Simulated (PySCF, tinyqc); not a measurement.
CIS on RHF in the sto-6g basis, for H3+, spin multiplicity 1, step by step. The lowest restricted solution is unstable here: a spin-polarised one lies 0.0121 hartree lower (PySCF). One step of it, computed by the program tinyqc.

Task: CIS singlet states. Diagonalise A (1 hartree = 27.211386 eV); each vector has its largest component positive (the first on a tie). The transition dipole is mu = sqrt2 sum c_ia <i|r|a>.

CIS matrix A, singlet (hartree):
```
          1>2       1>3
1>2  0.353629  0.000010
1>3  0.000010  0.667884
```

dipole integrals <i|r|a> (bohr):
```
            x          y          z
1>2  0.000000  -0.129019   1.681482
1>3  0.000000  -0.104081  -0.007544
```

Give: singlet excitation energies; lowest vectors; oscillator strengths 2/3 w |mu|^2.

Result:

singlet excitation energies (eV): 9.623  18.174

lowest vectors:
```
     state 1  state 2
1>2    1.000    0.000
1>3    0.000    1.000
```

oscillator strengths 2/3 w |mu|^2: 1.341  0.010
